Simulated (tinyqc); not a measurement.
Threshold switch as oscillator and as selector in a crossbar: two steps of the calculation.

Off state: I = Ith sinh(V/V0)/sinh(Vth/V0) up to Vth. On state: V = Vh + I Ron down to the holding current Ih, at Vl = Vh + Ih Ron. Switching is instantaneous.

Parameters, values chosen for the exercise; values of the order of Ge-Sb-Te and related chalcogenides:
```
symbol  value  unit                              meaning
Vth       3.1     V                    threshold voltage
Vh       1.36     V                      holding voltage
Ron      0.92  kohm                  on-state resistance
Ith      0.24    uA                 current at threshold
V0       0.25     V  voltage scale of the off-state sinh
Ih         33    uA                      holding current
C         100    fF        capacitance across the switch
N         256              rows and columns of the array
Vs       4.57     V                       supply voltage
RL        330  kohm                      load resistance
```

Task 1. Relaxation oscillation. With a load RL from Vs and C across the switch, it oscillates if the load line misses both branches: (Vs - Vl)/Ih < RL < (Vs - Vth)/Ith. Charging without leakage takes RL C ln[(Vs - Vl)/(Vs - Vth)]; discharging takes (RL || Ron) C ln[(Vth - Ve)/(Vl - Ve)], Ve = (Vs Ron + Vh RL)/(Ron + RL).

Give: Vl; smallest RL; largest RL; charging time; Ve; discharging time; frequency.

Result 1.

Vl = 1.3904 V
smallest RL = 96.353 kohm
largest RL = 6125.0 kohm
charging time = 25.460 ns
Ve = 1.3689 V
discharging time = 0.40289 ns
frequency = 38.666 MHz

With the off-state leakage included the charging takes 25.70 ns, 0.94 % above this value.

Task 2. Leakage in a crossbar. In an N x N array driven at Vs, the V/2 scheme puts Vs/2 on 2 (N - 1) cells; the V/3 scheme puts Vs/3 on all N^2 - 1 others, N - 1 of them on the selected row. Row leakage is (N - 1) I; wasted power is the number of cells times V I.

Wanted: I at Vs/2; row leakage, V/2; wasted power, V/2; I at Vs/3; row leakage, V/3; wasted power, V/3.

Result 2.

I at Vs/2 = 9.213 nA
row leakage, V/2 = 2.349 uA
wasted power, V/2 = 10.74 uW
I at Vs/3 = 0.4378 nA
row leakage, V/3 = 0.1116 uA
wasted power, V/3 = 43.70 uW

The V/3 scheme cuts the row leakage by 21.0 and raises the wasted power by a factor of 4.07.

Range of the model: Delay times, drift of Vth and line resistance are left out.

tinyqc, about 0.01 s, one thread, Intel Xeon 2.30GHz (shared host): `OMP_NUM_THREADS=1 python tinyqc.py 2490064 2490065 out.jsonl`
